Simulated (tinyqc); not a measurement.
Stretching all distances: RHF, UHF, MP2, CISD and CCSD against full CI in the 6-31g basis, for H2, spin multiplicity 1. Computed by the program tinyqc with PySCF. All coordinates are multiplied by the scale. c0^2 is the weight of the RHF determinant in the lowest singlet FCI state (UHF is spin-contaminated and may lie near states of higher spin) and n(LUMO) the first natural occupation beyond the occupied space.

Geometry (angstrom):
```
atom,x,y,z
H,0.0000,0.0000,0.0000
H,0.0000,0.0000,0.6670
```

Full CI energy (hartree) and errors against it (kcal/mol):
```
scale,distance 1-2 (angstrom),E(FCI),RHF,UHF,MP2,CISD,CCSD,<S^2> UHF,c0^2,n(LUMO)
0.8600,0.5736,-1.122202,13.4133,13.4133,3.6711,0.0000,0.0000,0.0000,0.9902,0.0130
1.4800,0.9872,-1.128690,19.7972,19.7972,7.0979,0.0000,0.0000,0.0000,0.9727,0.0509
1.7800,1.1873,-1.097567,24.6341,24.6341,10.0831,0.0000,0.0000,0.0000,0.9538,0.0893
2.0900,1.3940,-1.067563,31.4323,24.8864,14.3661,0.0000,0.0000,0.4492,0.9231,0.1503
2.4000,1.6008,-1.043351,40.1744,19.3323,19.8584,0.0000,0.0000,0.6989,0.8794,0.2362
2.7100,1.8076,-1.025595,50.6626,13.0904,26.2816,0.0000,0.0000,0.8353,0.8245,0.3439
```

Estimate the missing row, scale = 1.17.

Computed row:
```
scale   distance 1-2 (angstrom)     E(FCI)      RHF      UHF     MP2    CISD    CCSD  <S^2> UHF    c0^2  n(LUMO)
1.1700                   0.7804  -1.150994  16.2192  16.2192  5.0368  0.0000  0.0000     0.0000  0.9841   0.0267
```

UHF parts from RHF first at scale 2.09 of those listed, where <S^2> leaves zero. The weight c0^2 goes from 0.99 to 0.82 and n(LUMO) from 0.01 to 0.34: static correlation grows as the bonds break into open-shell fragments. The spread of the error along the curve, which distorts its shape, is CISD 0.0, CCSD 0.0, UHF 11.8, MP2 22.6, RHF 37.2 kcal/mol. With two electrons CISD and CCSD are exact.
